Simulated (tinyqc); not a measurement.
Approximations to the ground state: Holstein polaron on two sites. Computed by tinyqc, a small Python program. Command: `OMP_NUM_THREADS=1 python tinyqc.py 3023919 3023920 out.jsonl holstein walk`. One thread of a shared host (Intel(R) Xeon(R) Processor @ 2.30GHz), about 0.01 s of CPU time with the checks.

One electron on sites 1 and 2: H = -t (c1+ c2 + c2+ c1) + hbar omega sum_i b_i+ b_i - g hbar omega sum_i n_i (b_i + b_i+). The symmetric phonon shifts the energy by -g^2 hbar omega/2 and drops out; with b = (b_1 - b_2)/sqrt(2) there remains H = -t sigma_x + hbar omega b+ b - (g hbar omega/sqrt(2)) sigma_z (b + b+). Parity splits it into blocks p = +1 and -1 over phonon numbers n. Zero-point energies are left out. Weights Z refer to mode b alone; the displaced symmetric mode multiplies the full zero-phonon weight by exp(-g^2/2).

Inputs (values chosen for the exercise, for a model dimer): hopping t = 110 meV; phonon energy hbar omega = 139 meV; coupling g = 1.64.

Method:
- Polaron binding energy E_p = g^2 hbar omega; ratio E_p/t (the adiabatic potential has two wells when it exceeds 1); adiabaticity hbar omega/t.
- Block p: H_nn = n hbar omega - p t (-1)^n - g^2 hbar omega/2, H_(n,n+1) = -(g hbar omega/sqrt(2)) sqrt(n + 1).
- Use 60 levels in both blocks; Z = c_0^2 is the weight of n = 0 in the ground state c; the splitting is the lowest odd level less the lowest even one, which without coupling is the smaller of 2t and hbar omega; <sigma_x> = sum (-1)^n c_n^2 measures the kinetic energy.
- Second order: E = -t - E_p/2 - (E_p/2) hbar omega/(hbar omega + 2t). Lang-Firsov: E = -E_p - t exp(-g^2). Variable displacement: E(x) = -E_p/2 - t exp(-g^2 x^2) - (E_p/2)(2x - x^2), minimised over 0 <= x <= 1. Adiabatic, classical lattice: E = -E_p/2 - t for E_p < t, else -E_p - t^2/(2 E_p); it leaves out the change of zero-point energy.

E_p = 373.8544 meV

E_p/t = 3.39868

ground-state energy = -402.449 meV

hbar omega/t = 1.26364

Ground-state energy (meV):
```
method                       E  E - exact
second order in g      -369.30     33.146
Lang-Firsov            -381.32     21.125
variable displacement  -386.48     15.964
adiabatic, classical   -390.04     12.412
```

best displacement x = 0.71124

What does the comparison show, and why?

Closest here is adiabatic, classical (+12.41 meV), furthest second order in g (+33.15 meV), at hbar omega/t = 1.26 and E_p/t = 3.40. Lang-Firsov and variable displacement are variational and lie above the exact value.

Extremes, crossings and ranges named in words are read from the listed rows.
